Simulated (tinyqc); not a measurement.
From one set of inputs to another, one input at a time: binary melting diagram from solution models of liquid and solid. Computed by tinyqc, a small Python program. Command: `OMP_NUM_THREADS=1 python tinyqc.py 3025097 3025098 out.jsonl melt ladder`. One thread of a shared host (Intel(R) Xeon(R) Processor @ 2.30GHz), about 0.01 s of CPU time with the checks.

x is the fraction of B. In a phase with interaction L: mu_A = G_A + R T ln(1 - x) + L x^2, mu_B = G_B + R T ln x + L (1 - x)^2. Melting: G(liquid) - G(solid) = H (1 - T/T_m) for each pure component.

The inputs printed are set A. Inputs not listed in the table keep their values of set A, so the rows need not describe a real material.

Inputs (values chosen for the exercise, for a model alloy):

| quantity | value | unit |
|---|---|---|
| melting point T_A | 925 | K |
| melting point T_B | 625 | K |
| heat of melting H_A | 23.7 | kJ/mol |
| heat of melting H_B | 19.8 | kJ/mol |
| liquid interaction L_L | 1.4 | kJ/mol |
| solid interaction L_S | 0.89 | kJ/mol |
| position of T, (T - T_A)/(T_B - T_A) | 0.76 | - |
| dilute content c0 of B | 0.0036 | - |
| growth number V delta/D | 0.38 | - |

Diagram: complete solid solution (lens).

Constants: R = 8.314462618 J/(mol K).

Method:
- T = T_A + u (T_B - T_A). The ideal solution has k_A = exp(dG_A/(R T)) = (1 - xs)/(1 - xl) and k_B = exp(dG_B/(R T)) = xs/xl, so xl = (1 - k_A)/(k_B - k_A).
- Equal potentials: F_A = dG_A + R T ln[(1 - xl)/(1 - xs)] + L_L xl^2 - L_S xs^2 = 0, F_B = dG_B + R T ln(xl/xs) + L_L (1 - xl)^2 - L_S (1 - xs)^2 = 0. Newton steps from the ideal values with the exact Jacobian, halved if x would leave (0, 1); stop below 1e-12, residuals under 1e-7 shown as 0.
- At T_A, k0 = exp[(dG_B(T_A) + L_L - L_S)/(R T_A)]; van 't Hoff: m_L = -R T_A^2 (1 - k0)/H_A per unit fraction. Burton-Prim-Slichter: k_eff = k0/[k0 + (1 - k0) exp(-V delta/D)]. Freezing range of c0: |m_L| c0 |1 - k0|/k0.

Each row keeps all changes above it:

| input moved | from | to | liquidus xl | solidus xs | partition coefficient k0 |
|---|---|---|---|---|---|
| set A | - | - | 0.86128 | 0.56720 | 0.31054 |
| solid interaction L_S (kJ/mol) | 0.89 | 4 | 0.79930 | 0.43776 | 0.20725 |
| heat of melting H_B (kJ/mol) | 19.8 | 36.8 | 0.75005 | 0.24798 | 0.07173 |
| liquid interaction L_L (kJ/mol) | 1.4 | 7.4 | 0.90692 | 0.32096 | 0.15651 |
| melting point T_A (K) | 925 | 1687 | 0.91558 | 0.07420 | 0.01476 |
| melting point T_B (K) | 625 | 1211 | 0.79486 | 0.55534 | 0.45437 |
| heat of melting H_A (kJ/mol) | 23.7 | 51.1 | 0.91089 | 0.63707 | 0.45437 |

Where does the difference come from?

Liquidus xl goes from 0.861 to 0.911, a factor 1.06 in all. The largest single move comes from liquid interaction L_L (a factor 1.21), and melting point T_B works against it (a factor 0.868). Solidus xs goes from 0.567 to 0.637, a factor 1.12 in all. The largest single move comes from melting point T_B (a factor 7.48), and melting point T_A works against it (a factor 0.231). Partition coefficient k0 goes from 0.311 to 0.454, a factor 1.46 in all. The largest single move comes from melting point T_B (a factor 30.8), and melting point T_A works against it (a factor 0.0943). The single moves hold for this order of the switches; the total does not depend on the order.

Extremes, crossings and ranges named in words are read from the listed rows.
